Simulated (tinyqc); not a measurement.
Planar ballistic transistor, top-of-the-barrier model: two steps of the calculation.

At the top of the source barrier, states moving towards the drain are filled by the source (Fermi level 0) and states moving back by the drain (Fermi level -q Vd); nothing scatters. U is the shift of the band edge there, set by the capacitances CG, CD and CS (the total) and by the charge. Parabolic two-dimensional band; the source is grounded.

Inputs (values chosen for the exercise); mass and valleys close to those of indium arsenide:
```
symbol   value  unit                                                                 meaning
T          300     K                                                             temperature
m       0.0311    m0                                                          effective mass
gv           1                                                             valley degeneracy
eox         16                                   relative permittivity of the gate insulator
tox        1.1    nm                                                     insulator thickness
aG        0.79                                                            gate control CG/CS
aD       0.057                                                           drain control CD/CS
E0        0.34    eV  band edge at the barrier top above the source Fermi level at zero bias
Vg         0.8     V                                                            gate voltage
Vd         0.8     V                                                           drain voltage
```

Constants: q = 1.602176634e-19 C, kB = 1.380649e-23 J/K, hbar = 1.054571817e-34 J s, m0 = 9.1093837015e-31 kg, Vt = kB T/q, eps0 = 8.8541878128e-14 F/cm where lengths are in cm. Results are converted to the units shown.

Problem 1. Density of states, capacitances and charge at zero bias. N0 = gv m kB T/(pi hbar^2), CG = eps0 eox/tox, vT = sqrt(2 kB T/(pi m)), CS = CG/aG, n0 = n at U = 0 and Vd = 0. eta1 = -(E0 + U)/Vt, eta2 = eta1 - Vd/Vt, n = (N0/2)[F_0(eta1) + F_0(eta2)], F_0(x) = ln(1 + exp x). UL = -(aG Vg + aD Vd).

Wanted: N0; CG; CS; n0; UL.

Solution 1.

N0 = 3.3585e11 cm^-2
CG = 12.879 uF/cm^2
CS = 16.302 uF/cm^2
n0 = 6.5223e5 cm^-2
UL = -0.67760 eV

Problem 2. Self-consistent potential at the barrier top. U(out) = UL + q (n - n0)/CS. U(new) = U + 0.2 (U(out) - U).

U at the start (U = UL) = -0.6776 eV
N0 = 3.3585493e11 cm^-2
CS = 16.302302 uF/cm^2
n0 = 6.5223289e5 cm^-2
UL = -0.6776 eV

Wanted: eta1; eta2; n; U(out); U after iteration 1.

Solution 2.

eta1 = 13.06
eta2 = -17.89
n = 2.193e12 cm^-2
U(out) = -0.6560 eV
U after iteration 1 = -0.6733 eV

tinyqc, about 0.01 s, one thread, Intel Xeon 2.30GHz (shared host): `OMP_NUM_THREADS=1 python tinyqc.py 2400170 2400171 out.jsonl`
